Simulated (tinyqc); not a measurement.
Comparisons within one model: short-period [001] superlattice in sp3s* tight binding. A value that a table varies takes the place of the one given here.

Planes alternate anion, cation along [001], a/4 apart; at zero in-plane momentum s, pz, s* form one block. All levels of A are shifted so that its Ev (lower root of [[Epa, Vxx], [Vxx, Epc]]) is 0, and those of B so that its Ev is -dEv. A monolayer is an anion plane and the cation plane above it; an anion between unlike cations takes the mean of the two anion levels; each bond takes the couplings of its cation. Block from an anion to the cation above: U with Vss/2 (s,s), Vsapc/2 (s,z), -Vscpa/2 (z,s), Vxx/2 (z,z), Vxapc/2 (s*,z), -Vpaxc/2 (z,s*); to the cation below: the same with the s-z and s*-z signs reversed. The cell of n + m monolayers is closed with the phase exp(2 pi i q). No spin-orbit coupling. In this block 2 (n + m) levels are filled.

For the two lowest empty levels at q = 0: energy, share of the cation weight on A, and Gamma character, the share of the cation amplitudes with Fourier index |j|/(n + m) < 1/4 along the stack (near 1: Gamma-like, near 0: folded from X).

Values chosen for the exercise (A near a published set for GaAs, B for AlAs; not measured data): pA = (-8.326, 1.039, -2.664, 3.669, 8.602, 6.755, -6.456, 1.953, 5.065, 4.485, 5.77, 4.851, 4.82) eV (order Esa, Epa, Esc, Epc, Exa, Exc, Vss, Vxx, Vxy, Vsapc, Vscpa, Vxapc, Vpaxc); pB = (-7.523, 0.984, -1.164, 3.577, 7.499, 6.735, -6.682, 1.881, 4.282, 5.101, 5.509, 4.525, 4.989) eV (the same for B); dEv = 0.45 eV (valence offset: Ev(B) lies this far below Ev(A)); a = 5.648 angstrom (lattice constant, taken common; strain is left out); nw = 14 (monolayers of A); n2 = 11 (monolayers of A); m2 = 9 (monolayers of B).

## Equal layers of growing thickness

n = m.

Lowest empty levels:

| n = m | layer (angstrom) | E1 (eV) | on A | Gamma | E2 (eV) | on A | Gamma |
|---|---|---|---|---|---|---|---|
| 2 | 5.6 | 1.9217 | 0.49 | 0.11 | 1.9812 | 0.68 | 0.83 |
| 3 | 8.5 | 1.9055 | 0.23 | 0.00 | 1.9390 | 0.77 | 0.94 |
| 4 | 11.3 | 1.8675 | 0.34 | 0.26 | 1.9163 | 0.64 | 0.80 |
| 6 | 16.9 | 1.8198 | 0.80 | 0.85 | 1.8537 | 0.16 | 0.19 |
| 8 | 22.6 | 1.7600 | 0.93 | 0.99 | 1.8390 | 0.01 | 0.01 |
| 10 | 28.2 | 1.7141 | 0.96 | 0.99 | 1.8354 | 0.00 | 0.00 |
| 12 | 33.9 | 1.6813 | 0.97 | 1.00 | 1.8323 | 0.01 | 0.00 |
| 14 | 39.5 | 1.6575 | 0.98 | 1.00 | 1.8287 | 0.01 | 0.00 |
| 18 | 50.8 | 1.6261 | 0.99 | 1.00 | 1.8031 | 0.95 | 0.98 |

How do the results move?

At zero in-plane momentum (the in-plane X valleys are left out) the lowest level is X-like for n = 2, 3 and 4 and Gamma-like for the others (a Gamma weight between about 0.35 and 0.65 marks an even mixture, at the crossover). Thin layers push the light Gamma electron up past the heavy X electron, whose share on A runs from 0.23 to 0.49, so for n = 3 it lies apart from the holes in A (type II); the crossover lies between n = 4 and 6. The crossover moves with dEv and with the electron mass, which this model makes too heavy, so it comes at thinner layers than in the real system. At n = 18 the lowest level lies 0.071 eV above the lowest bulk edge of the two crystals, with 99 % of its cation weight on A.

## Miniband width against barrier thickness

nw monolayers of A and m of B; lowest empty level at q = 0 and q = 1/2. The decay constant is ln(width(4)/width(6)) over two monolayers, each a/2 thick.

Lowest miniband:

| m | E(q = 0) (eV) | E(q = 1/2) (eV) | width (meV) | Gamma character |
|---|---|---|---|---|
| 1 | 1.5991 | 1.7019 | 102.827 | 0.99 |
| 2 | 1.6254 | 1.6854 | 60.008 | 1.00 |
| 3 | 1.6392 | 1.6743 | 35.156 | 1.00 |
| 4 | 1.6468 | 1.6677 | 20.850 | 1.00 |
| 5 | 1.6514 | 1.6635 | 12.108 | 1.00 |
| 6 | 1.6539 | 1.6611 | 7.178 | 1.00 |
| 8 | 1.6563 | 1.6587 | 2.463 | 1.00 |

decay constant = 0.1888 1/angstrom

What does this show, and why?

The width falls from 102.8 to 2.46 meV, as exp(-kappa d) with kappa = 0.189 1/angstrom, which stands for the decay constant of the barrier at this energy: each monolayer costs a factor 1.70. The level at q = 0 rises by 57 meV towards that of a single well.

## What each change does

A cell with n = n2 and m = m2. Each row changes one parameter from the base and keeps the others.

Results:

| case | E1 (eV) | A share 1 | Gamma 1 | E2 (eV) | A share 2 | Gamma 2 |
|---|---|---|---|---|---|---|
| base | 1.6956 | 0.96 | 0.99 | 1.8364 | 0.01 | 0.00 |
| n2 = 13 | 1.6677 | 0.97 | 1.00 | 1.8363 | 0.01 | 0.00 |
| m2 = 11 | 1.6964 | 0.97 | 0.99 | 1.8346 | 0.00 | 0.00 |
| dEv = 0.55 eV | 1.6901 | 0.96 | 0.99 | 1.7368 | 0.00 | 0.00 |

How do the results move?

The largest shifts from the base row, up to three for each result and ties (the steps differ in size, so this ranks the rows, not the parameters). E1 (eV): n2 -0.0279, dEv -0.0055, m2 +0.0008. A share 1: n2 +0.01, m2 +0.00; unchanged at the printed digits by dEv. Gamma 1: n2 +0.00; unchanged at the printed digits by m2 and dEv. E2 (eV): dEv -0.0995, m2 -0.0017, n2 -0.0001. A share 2: m2 -0.00, dEv -0.00; unchanged at the printed digits by n2. Gamma 2: unchanged at the printed digits by n2, m2 and dEv.

Run: tinyqc, `OMP_NUM_THREADS=1 python tinyqc.py 1450044 1450045 out.jsonl`; Intel(R) Xeon(R) Processor @ 2.30GHz, one thread, shared host; about 0.4 s of CPU time with all checks.
